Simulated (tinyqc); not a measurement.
Where in the gap a trap does harm: carrier lifetime from Shockley-Read-Hall, radiative, Auger and surface recombination. Computed by tinyqc, a small Python program. Command: `OMP_NUM_THREADS=1 python tinyqc.py 3004811 3004812 out.jsonl lifetime walk`. One thread of a shared host (Intel(R) Xeon(R) Processor @ 2.30GHz), about 0.02 s of CPU time with the checks.

Energies are counted from the top of the valence band. Boltzmann statistics, full ionisation, and equal excess densities of electrons and holes.

Inputs (values chosen for the exercise, with bands modelled on ZnSe):

| quantity | value | unit |
|---|---|---|
| gap E_g | 2.73 | eV |
| electron mass m_e | 0.15 | m_0 |
| valleys M_c | 1 | - |
| hole mass m_h | 0.727 | m_0 |
| temperature T | 250 | K |
| doping N | 4.6e+14 | cm^-3 |
| trap level E_t | 1.26 | eV |
| trap density N_t | 6.5e+12 | cm^-3 |
| electron cross-section sigma_n | 1.4e-17 | cm^2 |
| hole cross-section sigma_p | 5.1e-16 | cm^2 |

Doping: n-type. Surface term: none.

Constants: m_0 = 9.1093837015e-31 kg; k_B = 1.380649e-23 J/K; h = 6.62607015e-34 J s; k_B = 8.617333262e-05 eV/K.

Method:
- N_c = 2 M_c (2 pi m_e k_B T/h^2)^(3/2) and N_v = 2 (2 pi m_h k_B T/h^2)^(3/2), masses in units of m_0.
- n_i = sqrt(N_c N_v) exp(-E_g/2 k_B T); majority density N/2 + sqrt(N^2/4 + n_i^2), minority density n_i^2 over it.
- v = sqrt(3 k_B T/m) with m_e or m_h; tau_n0 = 1/(sigma_n v_n N_t), tau_p0 = 1/(sigma_p v_p N_t); n1 = N_c exp(-(E_g - E_t)/k_B T), p1 = N_v exp(-E_t/k_B T).
- Low injection: tau = [tau_p0 (n_0 + n1) + tau_n0 (p_0 + p1)]/(n_0 + p_0). Depleted region (n = p = 0): generation lifetime tau_g = (tau_p0 n1 + tau_n0 p1)/n_i. n1 = N_c exp(-(E_g - E_t)/k_B T), p1 = N_v exp(-E_t/k_B T).

tau_p0 = 2.41244e-05 s

n_0 = 4.60e+14 cm^-3

N_c = 1.10901e+18 cm^-3

tau_n0 = 3.99187e-04 s

p_0 = 2.63574e-33 cm^-3

N_v = 1.18332e+19 cm^-3

n_i = 1.10111e-09 cm^-3

The same trap at other energies:

| E_t (eV) | SRH lifetime (s) | generation lifetime (s) |
|---|---|---|
| 0.164 | 0.0050990 | 2.1201e+21 |
| 0.410 | 0.0000242 | 2.3292e+16 |
| 0.682 | 0.0000241 | 7.6548e+10 |
| 0.955 | 0.0000241 | 2.4016e+05 |
| 1.228 | 0.0000241 | 7.5345e-01 |
| 1.365 | 0.0000241 | 1.3113e-03 |
| 1.502 | 0.0000241 | 4.2697e-03 |
| 1.774 | 0.0000241 | 1.2985e+03 |
| 2.047 | 0.0000241 | 4.1389e+08 |
| 2.320 | 0.0000241 | 1.3192e+14 |
| 2.566 | 0.0000529 | 1.2008e+19 |

What follows from these numbers?

The SRH lifetime (other channels left aside) stays within 10 % of its least value, among these rows, from E_t = 0.41 to 2.32 eV. The generation lifetime has a sharp minimum, among these rows at 1.365 eV and exactly at 1.421 eV, where tau_p0 n1 = tau_n0 p1, since generation needs two thermal jumps and the larger one rules.

Extremes, crossings and ranges named in words are read from the listed rows.
